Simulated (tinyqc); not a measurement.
Tight binding, kagome lattice, step by step. Computed by tinyqc, a small Python program that keeps every step. Settings: t1 = 1.98, t2 = 1.98, delta = 0.26, bands filled = 2. Command: `OMP_NUM_THREADS=1 python tinyqc.py 27017 27018 out.jsonl` (the two numbers bound the seeds that draw the settings). One thread of a shared host (Intel(R) Xeon(R) Processor @ 2.60GHz), about 0.01 s of CPU time with the checks.

## Bloch Hamiltonian at k

Parameters chosen for this model:
```
parameter     value                unit
t1         1.980000    eV, up triangles
t2         1.980000  eV, down triangles
delta      0.260000        eV on site C
```

k point k (fractions of the reciprocal vectors): [0.180000, 0.140000]

H_AB = -t1 - t2 exp(-i k.a1), H_AC = -t1 - t2 exp(-i k.a2), H_BC = -t1 - t2 exp(i k.(a1 - a2)), H_CC = delta.

H(k) at k (eV), order A, B, C:
```
[[0.000000, -2.823043+1.791558i, -3.242099+1.525616i],
 [-2.823043-1.791558i, 0.000000, -3.897795-0.492406i],
 [-3.242099-1.525616i, -3.897795+0.492406i, 0.260000]]
```

## Levels at k

Diagonalise the Hermitian matrix.

eigenvalues (eV): [-7.152678, 3.294412, 4.118266]

weights |c|^2 of the basis functions, order A, B, C:
```
[[0.319199, 0.631897, 0.048904],
 [0.341251, 0.330214, 0.328535],
 [0.339550, 0.037889, 0.622561]]
```

## Bloch Hamiltonian at K

k point K (fractions of the reciprocal vectors): [0.333333, 0.666667]

As before.

H(k) at K (eV), order A, B, C:
```
[[0.000000, -0.990000+1.714730i, -0.990000-1.714730i],
 [-0.990000-1.714730i, 0.000000, -0.990000+1.714730i],
 [-0.990000+1.714730i, -0.990000-1.714730i, 0.260000]]
```

## Levels at K

As before.

eigenvalues (eV): [-1.980000, -1.809232, 4.049232]

weights |c|^2 of the basis functions, order A, B, C:
```
[[0.500000, 0.176602, 0.323398],
 [0.500000, 0.176602, 0.323398],
 [0.000000, 0.646796, 0.353204]]
```

## Bands along a path

The same steps at evenly spaced points between the labelled ones.

Bands along the path (eV):
```
k             band 1     band 2    band 3
G          -7.834589   3.960000  4.134589
G-K 0.25   -7.306164   3.547407  4.018757
G-K 0.50   -5.863669   2.107654  4.016015
G-K 0.75   -3.897598   0.129860  4.027738
K          -1.980000  -1.809232  4.049232
K-M 0.25   -2.674490  -1.128593  4.063083
K-M 0.50   -3.302175  -0.514883  4.077058
K-M 0.75   -3.697317  -0.130631  4.087948
M          -3.832133          0  4.092133
M-K' 0.25  -3.697317  -0.130631  4.087948
M-K' 0.50  -3.302175  -0.514883  4.077058
M-K' 0.75  -2.674490  -1.128593  4.063083
K'         -1.980000  -1.809232  4.049232
```

With 2 band(s) filled, the highest filled level on these points lies at G and the lowest empty one at G-K 0.50: a gap of 0.0560 eV, indirect.
